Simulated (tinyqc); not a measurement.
Zener tunnelling in a reverse-biased junction, two-band WKB: one step of the calculation.

Abrupt p-n junction, depletion approximation. Energies E are counted from the conduction-band edge of the neutral n side; its Fermi level lies at dn, that of the p side at dn - V, and the valence-band edge of the neutral p side at Em = dn + dp - V. Tunnelling needs 0 < E < Em. Two-band dispersion with equal masses m: inside the gap kappa = sqrt(m u (1 - u/Eg)/C), u the distance from a band edge, C = hbar^2/(2 m0).

Task. Width, field and exponent. W = sqrt(2 eps0 eps_r (Vbi - V)(1/Na + 1/Nd)/q), mean field F = (Vbi - V)/W, peak field 2 F. In a uniform field F the exponent is S = pi sqrt(m/C) Eg^1.5/(4 F). Transverse energy Et = C kt^2/m raises it to S (1 + 4 Et/Eg), so T = exp(-S) exp(-Et/Eb) with Eb = Eg/(4 S). KJ = (2 q^2/h) m/(4 pi C) (times 1e14 for A/cm^2 per eV^2).

Parameters, values chosen for the exercise; band and dielectric values close to those of germanium:

| symbol | value | unit | meaning |
|---|---|---|---|
| Eg | 0.654 | eV | band gap |
| eps_r | 15.8 |  | relative permittivity |
| m | 0.056 | m0 | band-edge mass of the two-band model |
| Na | 3.7e19 | cm^-3 | acceptor density |
| Nd | 2.2e18 | cm^-3 | donor density |
| V | -0.4 | V | bias of the p side |

Constants: q = 1.602176634e-19 C, hbar = 1.054571817e-34 J s, m0 = 9.1093837015e-31 kg, eps0 = 8.8541878128e-14 F/cm where lengths are in cm, hbar^2/(2 m0) = 0.0380998212 eV nm^2. Results are converted to the units shown.

Vbi = 0.71644109 V

Wanted: W; mean field; S; exp(-S); Eb; tunnelling length Eg/F.

Result.

W = 30.64 nm
mean field = 0.3644 MV/cm
S = 13.82
exp(-S) = 9.937e-7
Eb = 11.83 meV
tunnelling length Eg/F = 17.95 nm

Range of the model: The two-band model describes a direct gap; phonon-assisted tunnelling across an indirect gap is left out. Parabolic densities of states, no band tails and no gap narrowing, all of which matter at such doping.

Computed by the program tinyqc: `OMP_NUM_THREADS=1 python tinyqc.py 2620066 2620067 out.jsonl`, one thread of a shared Intel Xeon 2.30GHz, about 0.01 s for the whole run.
